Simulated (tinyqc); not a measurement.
Polytypes and stacking faults of a tetrahedral semiconductor in an axial Ising model with couplings up to third neighbours: one step, computed by the program tinyqc.

Each double layer has s = +1 or -1 for the sense of its stacking step; E per pair of atoms = E0 - sum_n J_n <s_i s_(i+n)>, n = 1, 2, 3. Hexagonality h = (1 - <s_i s_(i+1)>)/2.

Question. Electronic energy gained by the fault. The fault binds electrons in a two-dimensional band E_b below the conduction edge, g2 = m m0/(pi hbar^2) for one valley. With the Fermi level held by the bulk, eta = ln[n/N_c(T)], N_c(T) = N_c (T/300)^1.5, the grand potential falls by g2 (k_B T)^2 F1(x), x = eta + E_b/(k_B T), F1(x) = integral from 0 to infinity of ln(1 + exp(x - t)) dt; sheet density g2 k_B T ln(1 + e^x). Band bending by the trapped charge is left out, so the gain is an upper bound. Net fault energy = gamma of the intrinsic fault less the electronic gain.

Inputs (values chosen for the exercise, of the order of those of GaAs for J, a, G and the gaps):

| quantity | value | unit |
|---|---|---|
| binding energy of the fault level E_b | 0.098 | eV |
| in-plane mass m | 0.31 | m0 |
| effective density of states N_c at 300 K | 1.2e+19 | 1/cm^3 |
| electron density n | 7.5e+16 | 1/cm^3 |
| temperature T | 450 | K |

Host polytype: 3C.

energy of the glide fault, intrinsic = 42.53691 mJ/m^2

Constants: m_0 = 9.1093837015e-31 kg; hbar = 1.054571817e-34 J s; k_B = 1.380649e-23 J/K; k_B = 8.617333262e-05 eV/K.

Give: x; sheet density; electronic gain; net fault energy.

Answer.

x = -3.156

sheet density = 2.094e+11 1/cm^2

electronic gain = 0.01315 mJ/m^2

net fault energy = 42.52 mJ/m^2

The gain offsets 0.031 % of the fault energy.
